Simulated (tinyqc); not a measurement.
Electron continuity equation in a given potential, Scharfetter-Gummel discretisation: error of the current against the mesh.

Steady state in one dimension: J = q mu n E + q D dn/dx with E = -dpsi/dx and D = mu Vt, dJ/dx = q (n/tau - G), fixed densities nL and nR at the ends. The potential is given, psi = U (x/L)^2, and is not changed by the electrons.

Fluxes J_i = (q D/h)(n_(i+1) P_i - n_i Q_i), d_i = (psi_(i+1) - psi_i)/Vt: Scharfetter-Gummel P = B(d), Q = B(-d), B(d) = d/(exp(d) - 1); central P = 1 - d/2, Q = 1 + d/2; upwind P = 1 + max(-d, 0), Q = 1 + max(d, 0). Balance at each inner node: J_i - J_(i-1) = q h (n_i/tau - G). The reference is Scharfetter-Gummel on 4000 intervals or more. Errors are those of J on the first interval against the reference at its midpoint; errors under 1e-6 % are printed as 0.

Parameters, values chosen for the exercise; mobility close to that of germanium at room temperature: temperature T = 325 K; electron mobility mu = 3900 cm^2/(V s); length of the region L = 1.1 um; density at x = 0 nL = 1.8e15 cm^-3; density at x = L nR = 0 cm^-3; lifetime tau = 8.3e-11 s; uniform generation rate G = 3.1e25 cm^-3 s^-1; potential difference psi(L) - psi(0) U = 0.31 V.

Constants: q = 1.602176634e-19 C, kB = 1.380649e-23 J/K, Vt = kB T/q. Results are converted to the units shown.

Error of the current against the mesh:
```
N    largest |d|  reference J (A/cm^2)  SG error (%)  central error (%)  upwind error (%)
5          3.985                 -1050          7.44               5.59              19.3
10         2.103                 -1038          1.83               1.39              7.64
20         1.079                 -1033         0.457              0.347              3.40
40        0.5465                 -1030         0.114             0.0865              1.61
80        0.2750                 -1029        0.0285             0.0216             0.782
160       0.1379                 -1029       7.11e-3            5.39e-3             0.386
```

From N = 80 to 160 the error shrinks by 4.0 (Scharfetter-Gummel), 4.0 (central), 2.0 (upwind); 4 marks second order and 2 first order. At N = 5 the errors are 7.4, 5.6 and 19 %.

Range of the model: The drift velocity mu E exceeds 1e7 cm/s somewhere, where real mobilities no longer stay constant.

Computed by the program tinyqc: `OMP_NUM_THREADS=1 python tinyqc.py 2220136 2220137 out.jsonl`, one thread of a shared Intel Xeon 2.30GHz, about 0.01 s for the whole run.
